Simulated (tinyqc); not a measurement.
Changing the mass of the ion at fixed atomic number: ion implantation: universal nuclear stopping, Lindhard-Scharff electronic stopping and a Gaussian range profile. Computed by tinyqc, a small Python program. Command: `OMP_NUM_THREADS=1 python tinyqc.py 3024412 3024413 out.jsonl implant sweep`. One thread of a shared host (Intel(R) Xeon(R) Processor @ 2.30GHz), about 0.09 s of CPU time with the checks.

An ion slows by elastic collisions with screened nuclei and by friction with electrons; channelling is ignored and the target is uniform.

Inputs (values chosen for the exercise, modelled on silicon ions in silicon): ion atomic number Z1 = 14; target atomic number Z2 = 14; target mass M2 = 28.09 u; target density N = 49.94 1/nm^3; ion energy E = 390 keV; scale factor of electronic stopping k = 1.1.

Method:
- Reduced energy eps = 32.53 M2 E/(Z1 Z2 (M1 + M2)(Z1^0.23 + Z2^0.23)), E in keV; s_n = ln(1 + 1.1383 eps)/(2 (eps + 0.01321 eps^0.21226 + 0.19593 eps^0.5)) for eps up to 30 and ln(eps)/(2 eps) above; S_n = 8.462 Z1 Z2 M1 s_n/((M1 + M2)(Z1^0.23 + Z2^0.23)) in 1e-15 eV cm^2.
- S_e = k 3.83 Z1^(7/6) Z2/(Z1^(2/3) + Z2^(2/3))^(3/2) sqrt(E/M1) in 1e-15 eV cm^2, E in keV.
- Path length R = int_0^E dE'/(N (S_n + S_e)); energy lost to nuclei nu = int_0^E S_n/(S_n + S_e) dE' (both with E' = E y^3 and 64 Gauss-Legendre points in y).
- Estimates of Lindhard type: R_p = R/(1 + M2/(3 M1)), straggle dR_p = (2/3) R_p sqrt(M1 M2)/(M1 + M2).

One run for each value:
```
ion mass M1 (u)  projected range R_p (nm)  path length R (nm)  straggle dR_p (nm)  energy lost to nuclei nu (keV)
14.0                                352.8               588.7               110.8                            88.0
17.6                                396.6               607.6               128.7                           106.6
22.2                                436.8               621.1               144.6                           127.4
28.0                                470.9               628.4               157.0                           149.6
35.3                                497.5               629.5               164.8                           172.6
44.4                                516.0               624.8               167.6                           195.5
56.0                                526.9               615.0               165.7                           218.1
```

Over the rows, projected range R_p (nm) rises from 353 to 527 (exponent d ln y / d ln x 0.51 between the first rows and 0.090 between the last); path length R (nm) goes from 589 through a maximum among these rows, 630 at 35.3, to 615; straggle dR_p (nm) goes from 111 through a maximum among these rows, 168 at 44.4, to 166. R_p/R goes from 0.60 to 0.86: a heavier ion is deflected less. The masses are formal and span far more than real isotopes.

Caution (all rows): the estimates of R_p and dR_p assume mainly nuclear stopping and an ion not much lighter than the target; here they are rough, and for light ions in heavy targets the straggle can be low by a factor of two or more.

Extremes, crossings and ranges named in words are read from the listed rows.
